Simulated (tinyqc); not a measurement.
Static screening by free carriers, step by step. Values are carried at full precision from step to step, so a last printed digit may differ when a step is redone from the rounded ones.

kF = (3 pi^2 n/Mv)^(1/3), EF = c kF^2/m with c = hbar^2/2m0, n in 1/angstrom^3 (1e-24 per 1/cm^3), e2 = e^2/(4 pi eps0). Thomas-Fermi: qTF^2 = 6 pi e2 n/(eps EF). Debye: qD^2 = 4 pi e2 n/(eps kB T).

Constants: hbar^2/2m0 = 3.80998211 eV angstrom^2; e^2/(4 pi eps0) = 14.39964547 eV angstrom; kB = 8.617333262e-05 eV/K; a0 (Bohr radius) = 0.5291772105 angstrom.

Values chosen for the exercise (a free-electron density near that of Au; not measured data):
- n = 6.07e+22 1/cm^3 (carrier density)
- m = 1 m0 (mass of one isotropic valley)
- Mv = 1 (valleys)
- eps = 1 (background dielectric constant)
- T = 300 K
- q = 0.327 1/angstrom (wave vector)

## Fermi and screening wave vectors

Also the effective Bohr radius aB = a0 eps/m and rs = (3/(4 pi n))^(1/3)/aB.

kF = 1.2158 1/angstrom
EF at 0 K = 5632 meV
EF/kT = 218
qTF = 1.7104 1/angstrom
qD = 20.612 1/angstrom
aB = 0.5292 angstrom
rs = 2.98

The gas is degenerate, so the Thomas-Fermi value applies. With rs above 1 exchange and correlation, left out here, are not small.

## Lindhard function at one q

Lindhard at zero temperature: eps(q)/eps = 1 + (qTF/q)^2 L(x), x = q/(2 kF), L(x) = 1/2 + ((1 - x^2)/(4x)) ln|(1 + x)/(1 - x)|.

Compare with Thomas-Fermi, 1 + (qTF/q)^2.

x = 0.1345
L(x) = 0.9940
eps(q)/eps, Lindhard = 28.19
eps(q)/eps, Thomas-Fermi = 28.36

The carriers respond with 99 % of their long-wave strength at this q.

## Checks

- L(x) at x = 0.7 against the integral over the Fermi sphere: both 0.81595.

Program tinyqc; command `OMP_NUM_THREADS=1 python tinyqc.py 1680182 1680183 out.jsonl`; about 0.01 s on one thread of a shared Intel(R) Xeon(R) Processor @ 2.30GHz.
